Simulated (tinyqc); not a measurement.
# A barrier in a uniform field, exact transmission by Airy functions: two studies

The left lead has its band edge at 0, the barrier edge falls as U(x) = U0 - F x with F = V/d for 0 < x < d, and the right lead has its edge at -V. No transverse momentum; C = hbar^2/(2 m0); psi and psi'/m are continuous. M carries (psi, psi'/m) across the barrier.

Parameters, values chosen for the exercise; U0 - E and the mass are of the order of those of zirconium oxide on silicon: mass in the left lead mL = 0.83 m0; barrier edge at x = 0 U0 = 2.19 eV; mass in the barrier m1 = 0.26 m0; electron energy E = 0.75 eV; barrier width d = 2.8 nm; voltage across the barrier V = 1 V; mass in the right lead mR = 0.83 m0.

Constants: q = 1.602176634e-19 C, hbar = 1.054571817e-34 J s, m0 = 9.1093837015e-31 kg, hbar^2/(2 m0) = 0.0380998212 eV nm^2. Results are converted to the units shown.

Each table varies one quantity; the others keep the values above.

## Exact and WKB transmission against voltage

Energy scale e = (C F^2/m1)^(1/3), z(x) = (U(x) - E)/e, s = (dz/dx)/m1 = -F/(e m1); v = k/m in a lead. With a = Ai, a' = Ai', b = Bi, b' = Bi' at z1 (left edge) and z2 (right edge): M11 = pi (a2 b1' - b2 a1'), M12 = (pi/s)(b2 a1 - a2 b1), M21 = pi s (a2' b1' - b2' a1'), M22 = pi (b2' a1 - a2' b1). With M acting on (psi, psi'/m) and v = k/m in each lead, T(E) = 4 vL vR/[(vL vR M12 - M21)^2 + (vR M11 + vL M22)^2]. WKB: exp(-S), S = (4/(3 F)) sqrt(m1/C) [max(U0 - E, 0)^1.5 - max(U0 - F d - E, 0)^1.5].

Exact and WKB transmission against voltage:
```
V (V)       z2  T(E), exact   exp(-S)  ratio
0.432    6.647     2.351e-7  9.556e-8  2.460
0.78     2.935     9.249e-7  3.375e-7  2.741
1.128    1.085     4.002e-6  1.465e-6  2.731
1.476  -0.1046     1.969e-5  1.100e-5  1.790
1.824  -0.9693     1.089e-4  9.714e-5  1.121
2.172   -1.645     5.474e-4  4.269e-4  1.282
2.52    -2.198     0.001711  0.001246  1.373
2.868   -2.666     0.004076  0.002806  1.453
3.216   -3.072     0.009340  0.005299  1.763
3.564   -3.430      0.01535  0.008839  1.736
3.912   -3.752      0.01778   0.01346  1.321
4.26    -4.044      0.02168   0.01914  1.133
4.608   -4.311      0.03256   0.02580  1.262
```

The exact T(E) rises from 2.35e-7 to 0.0326. The ratio to WKB lies between 1.12 and 2.74. For V above U0 - E = 1.44 V (z2 < 0) the ratio turns 3 time(s) among the rows: the wave runs freely over the last part of the barrier and is partly reflected at x = d, and the two waves interfere. In 6 of the 13 rows the field exceeds 10 MV/cm (up to 16.5), more than most dielectrics sustain; the model ignores breakdown.

## Exact and WKB transmission against energy

Same model as above.

Exact and WKB transmission against energy:
```
E (eV)  T(E), exact    exp(-S)    ratio
0.11      9.6543e-9  1.1169e-8  0.86434
0.365     9.5790e-8  5.3883e-8   1.7778
0.621     7.8032e-7  3.1171e-7   2.5033
0.876     6.8938e-6  2.3204e-6   2.9710
1.131     7.5694e-5  2.7853e-5   2.7177
1.387     0.0012177  8.9588e-4   1.3592
1.642      0.032189   0.019133   1.6824
1.898       0.34758    0.21463   1.6195
2.154       0.73829    0.93555  0.78914
2.409       0.91043     1.0000  0.91043
```

What does the comparison show?

The exact T(E) rises from 9.65e-9 to 0.910, and the ratio to WKB moves up and down between 0.789 and 2.97. Above U0 = 2.19 eV WKB gives 1, while the exact value is 0.910: reflection over the barrier.

Range of the model: Masses are held fixed, although real bands cease to be parabolic a few tenths of an eV from their edges.

Computed by the program tinyqc: `OMP_NUM_THREADS=1 python tinyqc.py 2580008 2580009 out.jsonl`, one thread of a shared Intel Xeon 2.30GHz, about 0.01 s for the whole run.
